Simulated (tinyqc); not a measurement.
A six-terminal Hall bar with edge channels and a constriction, Landauer-Buettiker equations: effect of the number of channels.

Contacts 1 (source) and 4 (drain) end the bar; 2 and 3 lie on the upper edge, 6 and 5 on the lower edge, with a constriction between 2 and 3 (and between 6 and 5). Carriers run 1 to 2 to 3 to 4 to 5 to 6 to 1 in M channels. The constriction passes Tc from 2 to 3 and from 5 to 6, and turns M - Tc from 2 to 6 and from 5 to 3. Signs are those of positive carriers; V4 = 0.

I_i = (q^2/h) [M V_i - sum_j T_ij V_j], with I_1 = I, V_4 = 0 and no current at 2, 3, 5, 6. R(a,b) = (V_a - V_b)/I.

Parameters, values chosen for the exercise:
- Tc = 3 (summed transmission of the constriction)
- I = 2 nA (current from contact 1 to contact 4)

Constants: q = 1.602176634e-19 C, h = 6.62607015e-34 J s. Results are converted to the units shown.

The same in every row: R(1,4) (kohm) = 8.604; R(2,5) (kohm) = 8.604.

Results:
```
M,"R(2,3) (kohm)","R(2,6) (kohm)","R(3,6) (kohm)"
3,0,8.604,8.604
5,3.442,5.163,1.721
6,4.302,4.302,0
7,4.917,3.688,-1.229
8,5.378,3.227,-2.151
9,5.736,2.868,-2.868
```

Estimate the missing row, M = 4.

Computed row:
```
M,"R(2,3) (kohm)","R(2,6) (kohm)","R(3,6) (kohm)"
4,2.151,6.453,4.302
```

With this row back in the table: With Tc held at 3, R(1,4) stays at 8.6043 kohm. The Hall resistance R(2,6) falls from 8.60 to 2.87 kohm as 1/M, and R(2,3) rises from 0 to 5.74 kohm; their sum is always R(2,5) = R(1,4).

Program tinyqc, `OMP_NUM_THREADS=1 python tinyqc.py 2700133 2700134 out.jsonl`; Intel Xeon 2.30GHz, shared host, one thread, about 0.01 s.
